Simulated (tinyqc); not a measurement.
k.p theory built from an empirical-pseudopotential calculation at Gamma, step by step. Values are carried at full precision from step to step, so a last printed digit may differ when a step is redone from the rounded ones.

Empirical pseudopotential on the fcc lattice, atoms at +/- tau, tau = a (1,1,1)/8, no spin-orbit coupling. H(G,G') = c (2 pi/a)^2 |k + G|^2 delta + VS(q) cos(q.tau) + i VA(q) sin(q.tau), q = G - G', c = hbar^2/2m0; k and G in units of 2 pi/a; VS at |q|^2 = 3, 8, 11 and VA at 3, 4, 11, in rydberg, zero elsewhere. The basis is fixed: all 113 G with |G|^2 up to Gcut. Energies are counted from the fourth level at Gamma.

Constants: hbar^2/2m0 = 3.80998211 eV angstrom^2; Ry = 13.60569312 eV.

Parameters, chosen for this exercise (near those of Si; not measured data): a = 5.414 angstrom (lattice constant); VS = (-0.212, 0.041, 0.079) Ry (symmetric form factors); VA = (0, 0, 0) Ry (antisymmetric form factors); Gcut = 20 (2 pi/a)^2 (largest |G|^2 of the fixed basis).

## Levels at Gamma

Diagonalise H at k = 0 and group equal levels.

Multiplets at Gamma:
```
multiplet,degeneracy,E (eV)
1,1,-12.7287
2,3,0.0000
3,3,3.4153
4,1,3.8656
5,1,7.6023
6,2,7.9837
7,3,12.4354
8,1,14.3760
9,3,27.6154
```

The lowest empty multiplet is a triplet at 3.415 eV; the lowest empty singlet (s-like) is multiplet 4.

## Mass of the s-like conduction level (multiplet 4)

For a multiplet A of d_A states, W(B) = (4 c/(3 d_A)) sum over n in A, m in B and i = x, y, z of |<n|G_i|m>|^2 (G in 1/angstrom, <n|G_i|m> = sum_G c_n(G)* G_i c_m(G)); the mean inverse mass of A is 1 + sum_B W(B)/(E_A - E_B). Multiplets with W = 0 are left out.

List the couplings (the first eight at most); W to the valence triplet is the Kane energy Ep.

Couplings:
```
multiplet B,degeneracy,E_B (eV),W (eV),W/(E_A - E_B)
2,3,0.0000,21.5698,5.5799
7,3,12.4354,0.0393,-0.0046
11,3,29.2298,0.4846,-0.0191
20,3,46.0410,0.0873,-0.0021
22,3,46.7803,0.0912,-0.0021
25,3,52.3100,0.0220,-0.0005
34,3,85.1259,0.0495,-0.0006
38,3,87.9747,0.0340,-0.0004
```

sum over the higher multiplets = -0.0003
1/m = 6.5502

Ep = 21.57 eV. The valence triplet gives 5.58, all other levels together -0.03; m = 0.1527, against 0.1520 for two levels alone.

## Valence parameters

Fold all other levels onto the valence triplet: D(u) = c + 4 c^2 sum_m <n|u.G|m><m|u.G|n'>/(0 - E_m), in units of c. Along [100] its eigenvalues are L (once) and M (twice); along [111] (L + 2M + 2N)/3 (once) and (L + 2M - N)/3 (twice). Then g1 = -(L + 2M)/3, g2 = -(L - M)/6, g3 = -N/6.

eigenvalues along [100]: -6.362  -3.595  -3.595

eigenvalues along [111]: -10.671  -1.440  -1.440

L, M, N: -6.362  -3.595  -9.231

g1, g2, g3: 4.517  0.461  1.538

With spin-orbit coupling added at fixed g1, g2, g3 and large against the hole energy these give heavy and light masses along [100] of 0.278 and 0.184. The s-like level alone adds Ep/(3E) = 1.86 to g1. Local form factors fix Ep and the gap only roughly, so these values can lie far from measured ones.

## Checks

- 1/m of the s-like level from the sum against the curvature of the band: both 6.550.
- L and M against the curvatures along [100]: largest relative difference 3.8e-07.

Program tinyqc; command `OMP_NUM_THREADS=1 python tinyqc.py 1050489 1050490 out.jsonl`; about 3 s on one thread of a shared Intel(R) Xeon(R) Processor @ 2.30GHz.
